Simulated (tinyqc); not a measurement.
# Changing the carrier density n

Model: mobility of a non-polar semiconductor in the relaxation-time approximation. Computed by tinyqc, a small Python program. Command: `OMP_NUM_THREADS=1 python tinyqc.py 3006455 3006456 out.jsonl rta sweep`. One thread of a shared host (Intel(R) Xeon(R) Processor @ 2.30GHz), about 0.03 s of CPU time with the checks.

Each valley is treated as a sphere of mass m_d for states and rates, with one isotropic relaxation time; the conductivity mass m_c sets the current.

Inputs (values chosen for the exercise, modelled on electrons in diamond):
```
quantity                                            value       unit
longitudinal mass m_l                                1.47        m_0
transverse mass m_t                                 0.282        m_0
equivalent valleys Z                                    6          -
static permittivity eps_s                             5.7          -
density rho                                          3515     kg/m^3
sound velocity v_l                                  18500        m/s
acoustic deformation potential D_A                    8.7         eV
phonon energy hbar w                                  145        meV
optical or intervalley deformation potential D_o      8.8  1e8 eV/cm
final valleys Z_f                                       5          -
compensation ratio C                                 0.77          -
temperature T                                         150          K
neutral impurity density N_n                      5.1e+15     1/cm^3
```

Band: parabolic. Impurity formula: Conwell-Weisskopf. Further scattering: neutral impurities.

Constants: k_B = 8.617333262e-05 eV/K; m_0 = 9.1093837015e-31 kg; e = 1.602176634e-19 C; hbar = 1.054571817e-34 J s; eps_0 = 8.8541878128e-12 F/m; k_B = 1.380649e-23 J/K; hbar = 6.582119569e-16 eV s.

Method:
- m_d = (m_l m_t^2)^(1/3); 1/m_c = (1/m_l + 2/m_t)/3; Hall mass factor A = 3 K_m (K_m + 2)/(2 K_m + 1)^2, K_m = m_l/m_t; N_I = n (1 + C)/(1 - C).
- Parabolic band: E = hbar^2 k^2/(2 m), speed v = hbar k/m, states per spin, volume and energy g(E) = m k/(2 pi^2 hbar^2). Here m = m_d. Masses are multiplied by m_0 and all formulas are in SI units.
- The reduced Fermi level eta = E_F/(k_B T) solves n = 2 Z int g f dE with f = 1/(1 + exp(x - eta)) (Z = 1 unless valleys are given); screening length L_s = sqrt(eps_s eps_0 k_B T/(e^2 dn/deta)), dn/deta = 2 Z int g f (1 - f) dE.
- Integrals over x = E/(k_B T) use 160 Gauss-Legendre points in u = sqrt(x) from 0 to sqrt(max(eta, 0) + 32).
- Phonon occupation N_q = 1/(exp(hbar w/(k_B T)) - 1).
- Acoustic deformation potential (elastic, equipartition, absorption and emission together): 1/tau = 2 pi k_B T D_A^2 g(E)/(hbar rho v_l^2).
- Optical or intervalley deformation potential: 1/tau = (pi Z_f D_o^2/(rho w)) [N_q g(E + hbar w) + (N_q + 1) g(E - hbar w)], with g = 0 below the band edge.
- Each optical term is multiplied by (1 - f(E'))/(1 - f(E)), E' the final energy, for Pauli blocking.
- Singly charged impurities, momentum relaxation: 1/tau = N_I e^4 m (1 + 2 alpha E) Phi/(8 pi (eps_s eps_0)^2 hbar^3 k^3), with alpha = 0 for a parabolic band.
- Conwell-Weisskopf: Phi = ln(1 + y^2), y = 4 pi eps_s eps_0 E N_I^(-1/3)/e^2 (largest impact parameter N_I^(-1/3)/2).
- Neutral impurities (Erginsoy): 1/tau = 20 N_n a_B hbar/m, a_B = 4 pi eps_s eps_0 hbar^2/(m e^2).
- mu = (m_d/m_c) (2 Z e/(3 n k_B T)) int g v^2 tau f (1 - f) dE.
- Averages over x are split at the emission threshold x_0 = hbar w/(k_B T): 64 Gauss-Legendre points in sqrt(x) below it and 128 in sqrt(x - x_0) above it, up to x = max(eta, 0) + 32.
- Rates are added at each energy before the average. With <y> = int g v^2 y f (1 - f) dE: Hall factor r_H = A (3 n k_B T/(2 Z m_d)) <tau^2/(1 + 2 alpha E)>/<tau>^2 (alpha = 0 for a parabolic band); Hall mobility r_H mu; |S| = (k_B/e) (<x tau>/<tau> - eta); resistivity 1/(n e mu).
- Matthiessen's rule adds 1/mu of the separate processes.

One run for each value; columns: (1) carrier density n (1/cm^3); (2) drift mobility mu (cm^2/(V s)); (3) resistivity (ohm cm); (4) Seebeck coefficient |S| (microvolt/K); (5) reduced Fermi level eta; (6) Hall factor r_H; (7) excess of Matthiessen's rule over the full mu (%):
```
(1)              (2)         (3)     (4)      (5)      (6)         (7)
1.00e+14  1.2970e+04  4.8124e+00  1251.0  -12.112  0.87279  2.0966e+01
4.60e+14  8.2614e+03  1.6424e+00  1143.0  -10.586  0.88817  2.3920e+01
2.20e+15  3.9766e+03  7.1344e-01  1029.8   -9.021  0.93658  1.4322e+01
1.00e+16  1.6183e+03  3.8569e-01   904.2   -7.506  0.95227  5.0708e+00
4.60e+16  6.3373e+02  2.1411e-01   757.7   -5.980  0.91511  1.2335e+00
2.20e+17  2.6866e+02  1.0560e-01   597.8   -4.411  0.90012  2.2214e-01
1.00e+18  1.3334e+02  4.6811e-02   446.8   -2.882  0.93165  3.7055e-02
4.60e+18  7.1242e+01  1.9046e-02   305.0   -1.286  0.96114  7.4244e-03
2.20e+19  3.6560e+01  7.7600e-03   175.2    0.610  0.94741  2.0590e-03
1.00e+20  1.6462e+01  3.7916e-03    79.4    3.518  0.89590  6.0869e-04
```

Over the rows, drift mobility mu (cm^2/(V s)) falls from 13000 to 16.5 (exponent d ln y / d ln x -0.30 between the first rows and -0.53 between the last); resistivity (ohm cm) falls from 4.81 to 0.00379 (exponent d ln y / d ln x -0.70 between the first rows and -0.47 between the last); Seebeck coefficient |S| (microvolt/K) falls from 1250 to 79.4 (exponent d ln y / d ln x -0.059 between the first rows and -0.52 between the last). The mobility has fallen to half its first value between 4.60e14 and 2.20e15 per cm^3. The Fermi level enters the band between 4.60e18 and 2.20e19 per cm^3. While the gas is classical |S| falls by k_B/e ln 10 = 198 microvolt/K per decade if the scattering stays the same; between the first two rows it falls by 163 per decade. The Hall factor peaks at 0.96.

Caution (all rows): Erginsoy's formula holds for k a_B below about 0.5 and for dopants that stay neutral, which means low temperature; elsewhere it is only a rough constant rate. Caution (all rows): n is taken as given; at low temperature (in diamond even at 300 K) real dopants can freeze out, which changes n and N_I. Caution (rows 4.60e18, 2.20e19, 1.00e20): above a few 1e18 per cm^3 the Born approximation, static screening and an unperturbed band are rough; measured mobilities are usually lower.

Extremes, crossings and ranges named in words are read from the listed rows.
